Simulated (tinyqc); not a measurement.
# Capacitance measurement on a leaky thin oxide: effects of series resistance and leakage: what changes with what

The device is a capacitance C in parallel with a leakage conductance G, in series with Rs and Ls. An impedance meter reports either a parallel pair (Cp, Gp) from Y = 1/Z = Gp + i w Cp or a series pair (Cs, Rm) from Z = Rm + 1/(i w Cs); w = 2 pi f, dissipation D = Gp/(w |Cp|).

Inputs (values chosen for the exercise); values of the order met in thin-oxide MOS capacitors:

| symbol | value | unit | meaning |
|---|---|---|---|
| eox | 3.9 |  | relative permittivity of the gate insulator (close to silicon dioxide) |
| tox | 2 | nm | insulator thickness |
| A | 100 | um^2 | gate area |
| zc | 0.42 | nm | oxide-equivalent thickness added by the accumulation layer |
| zp | 0 | nm | oxide-equivalent thickness added by gate depletion |
| Jg | 1.1 | A/cm^2 | gate leakage current density, not matched to the thickness |
| Vs | 0.42 | V | voltage for an e-fold rise of the leakage |
| Rs | 200 | ohm | series resistance |
| Ls | 0 | nH | series inductance |
| f | 1e5 | Hz | measuring frequency |

Constants: eps0 = 8.8541878128e-14 F/cm where lengths are in cm. Results are converted to the units shown.

Each table varies one quantity; the others keep the values above.

## Readings against frequency

EOT = 3.9 tox/eox; CET = EOT + zc + zp; C = 3.9 eps0 A/CET; G = Jg A/Vs. Z = Rs + i w Ls + 1/(G + i w C); CET read from Cp = 3.9 eps0 A/Cp; errors under 0.001 % are printed as 0.

The same in every row: C (pF) = 1.427.

Results:
```
f (Hz),Cp (pF),Cs (pF),D,error of Cp (%),error of Cs (%),CET read from Cp (nm)
1000,1.425,1.218e5,292.3,-0.105,8.53e6,2.423
3000,1.425,1.353e4,97.43,-0.105,9.48e5,2.423
10000,1.425,1219,29.23,-0.105,8.53e4,2.423
30000,1.425,136.7,9.743,-0.105,9480,2.423
1e5,1.425,13.60,2.923,-0.105,853,2.423
1e6,1.425,1.549,0.2941,-0.105,8.53,2.423
3e6,1.425,1.440,0.1028,-0.108,0.948,2.423
1e7,1.425,1.428,0.04716,-0.137,0.0853,2.423
3e7,1.421,1.427,0.06354,-0.393,9.48e-3,2.430
```

Estimate the missing row, f = 3e5 Hz.

Computed row:
```
f (Hz),Cp (pF),Cs (pF),D,error of Cp (%),error of Cs (%),CET read from Cp (nm)
3e5,1.425,2.780,0.9748,-0.105,94.8,2.423
```

With this row back in the table: D goes from 292 through a minimum of 0.0472 (at f = 1e7 Hz among the rows listed) to 0.0635; without inductance its minimum lies at f = sqrt(G (1 + G Rs)/Rs)/(2 pi C) = 1.28e7 Hz. The error of Cp goes from -0.105 to -0.393 % and that of Cs from 8.53e6 to 0.00948 %; at low frequency Cp tends to C/(1 + G Rs)^2 and Cs grows as 1 + (G/(w C))^2. One of the two readings is within 2 % of C for f = 1000, 3000, 10000, 30000, 1e5, 3e5, 1e6, 3e6, 1e7, 3e7 Hz. For f = 1000, 3000, 10000, 30000, 1e5 D exceeds 1, where the accuracy of real meters degrades in proportion to sqrt(1 + D^2).

## Effect of the gate leakage current density, not matched to the thickness

Same model as above.

The same in every row: C (pF) = 1.4269.

Effect of the gate leakage current density, not matched to the thickness:
```
Jg (A/cm^2),Cp (pF),Cs (pF),D,error of Cp (%),error of Cs (%),CET read from Cp (nm)
1e-5,1.4269,1.4269,2.0587e-4,0,0,2.4200
0.0001,1.4269,1.4269,4.4488e-4,0,0,2.4200
0.001,1.4269,1.4269,0.0028350,0,0,2.4200
0.02,1.4269,1.4309,0.053293,-1.91e-3,0.282,2.4200
0.2,1.4266,1.8294,0.53136,-0.0190,28.2,2.4205
2,1.4242,41.680,5.3166,-0.190,2820,2.4246
30,1.3870,9058.5,80.808,-2.80,6.35e5,2.4896
300,1.0925,9.0571e5,910.51,-23.4,6.35e7,3.1608
```

What does the comparison show?

As Jg goes from 1e-5 to 300, the error of Cp goes from 0 to -23.4 %, that of Cs from 0 to 6.35e7 %, and D rises from 2.06e-4 to 911. The CET read from Cp goes from 2.42 to 3.16 nm against the true 2.42 nm. For Jg = 2, 30, 300 D exceeds 1, where the accuracy of real meters degrades in proportion to sqrt(1 + D^2).

tinyqc, about 0.01 s, one thread, Intel Xeon 2.30GHz (shared host): `OMP_NUM_THREADS=1 python tinyqc.py 2022033 2022034 out.jsonl`
